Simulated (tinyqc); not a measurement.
# Short-channel transistor, virtual-source model with series resistance: effect of the temperature on the on and off currents

The current per gate width is the charge at the top of the source barrier (the virtual source) times its velocity times a saturation function; al and be are fitting constants of the model. Units: I in uA/um, Rs in ohm um, so I Rs = 1e-6 I Rs in volts; Q in uC/cm^2, so I = 1e-4 Q vx0 Fsat with vx0 in cm/s.

Intrinsic voltages Vg' = Vgs - I Rs, Vd' = Vds - 2 I Rs. n = n0 + nd Vd', VT = VT0 - dl Vd', Ff = 1/(1 + exp((Vg' - VT + al Vt/2)/(al Vt))), Q = Cinv n Vt ln(1 + exp((Vg' - VT + al Vt Ff)/(n Vt))), Vdsat = (vx0 L/mu)(1 - Ff) + Vt Ff, Fsat = u/(1 + u^be)^(1/be) with u = Vd'/Vdsat, and I = Q vx0 Fsat per width. I is solved self-consistently. Ion is I at Vgs = Vds = 0.5 V, Ioff at Vgs = 0, Vds = 0.5 V, and Rlin = Vds/I at Vgs = 0.5 V, Vds = 0.05 V. mu, vx0, VT0, dl and n0 are held fixed.

Inputs (values chosen for the exercise):
- Cinv = 2.05 uF/cm^2 (inversion capacitance)
- vx0 = 1.8e7 cm/s (velocity at the virtual source)
- mu = 150 cm^2/(V s) (apparent mobility)
- L = 12 nm (channel length)
- VT0 = 0.336 V (threshold at zero drain voltage)
- dl = 0.141 V/V (drain-induced barrier lowering)
- n0 = 1.26 (subthreshold factor)
- nd = 0.1 1/V (growth of n with drain voltage)
- al = 3.5 (threshold shift (in units of Vt) from weak to strong inversion)
- be = 1.8 (sharpness of saturation)
- Rs = 50 ohm um (series resistance of each contact)

Constants: q = 1.602176634e-19 C, kB = 1.380649e-23 J/K, Vt = kB T/q. Results are converted to the units shown.

Results:
```
T (K)	Ion (uA/um)	Ioff (nA/um)	log10(Ion/Ioff)	Rlin (ohm um)
200	665.8	8.916	4.873	340.1
230	669.4	45.64	4.166	335.1
260	674.0	159.7	3.625	329.8
290	679.4	428.6	3.200	324.5
320	685.6	950.6	2.858	319.2
350	692.3	1830	2.578	314.0
410	707.5	5021	2.149	304.2
```

Estimate the missing row, T = 380 K.

Computed row:
```
T (K)	Ion (uA/um)	Ioff (nA/um)	log10(Ion/Ioff)	Rlin (ohm um)
380	699.7	3161	2.345	309.0
```

With this row back in the table: As T goes from 200 to 410 K, Ion rises from 666 to 707 uA/um, Ioff rises from 8.92 to 5020 nA/um and Rlin falls from 340 to 304 ohm um. Ion changes by a factor of 1.06 and Ioff by 563. For T = 350 to 410 K the off current passes 1 uA/um, so the device is hardly off at Vgs = 0.

Program tinyqc, `OMP_NUM_THREADS=1 python tinyqc.py 2380047 2380048 out.jsonl`; Intel Xeon 2.30GHz, shared host, one thread, about 0.01 s.
